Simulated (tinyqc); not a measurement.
Which face: thin-body film or fin with hard walls, valleys of the Si type.

Six ellipsoidal valleys with their long axes along the cube axes, mass ml along the axis and mt across it. For a valley whose axis makes the angle theta with the surface normal, 1/m_z = cos^2(theta)/ml + sin^2(theta)/mt sets the confinement; in the plane the masses are m_1 = mt and m_2 = ml mt/m_z, and m_d = sqrt(m_1 m_2).

A film of thickness t between hard walls, flat band inside: E_n = c (n pi/t)^2/m_z above the bulk edge, c = hbar^2/2m0. Without degeneracy the sheet density is N2 exp((EF - Ec)/kB T) with N2 = sum_i g m_d/(2 pi c) kB T exp(-E_i/kB T) over n = 1 to 40 of each group; a classical film has t Nc with Nc = 2 g_all (m_dos kB T/(4 pi c))^(3/2), m_dos = (ml mt^2)^(1/3). The threshold shift is dVt = kB T ln(t Nc/N2).

Constants: hbar^2/2m0 = 3.80998211 eV angstrom^2; kB = 8.617333262e-05 eV/K.

Parameters, chosen for this exercise (near those of Si; the results hold for these values, not for the real material): ml = 0.919 m0 (longitudinal mass); mt = 0.189 m0 (transverse mass); T = 300 K (temperature); t = 64 angstrom (body thickness); g_all = 6 (number of valleys).

The same thickness on four faces; m_1 and m_2 are the in-plane masses of the lowest group.

Results:
```
face   valleys of lowest     m_z  E1 (eV)  share (%)  dVt (mV)    m_1    m_2
(100)                  2  0.9190   0.0100       57.8      25.4  0.189  0.189
(110)                  4  0.3135   0.0293       77.1      27.5  0.189  0.554
(111)                  6  0.2571   0.0357      100.0      28.0  0.189  0.676
(211)                  2  0.4018   0.0229       45.2      27.4  0.189  0.432
```

The threshold shift is smallest on (100) (25.4 mV) and largest on (111) (28.0 mV). The lowest E1 belongs to (100), the same face: the heavy m_z outweighs the smaller number of valleys. Since m_z m_1 m_2 = ml mt^2 on every face, a heavy confinement mass comes with light masses in the plane.

tinyqc: `OMP_NUM_THREADS=1 python tinyqc.py 1251223 1251224 out.jsonl`; about 0.01 s, one thread, shared Intel(R) Xeon(R) Processor @ 2.30GHz.
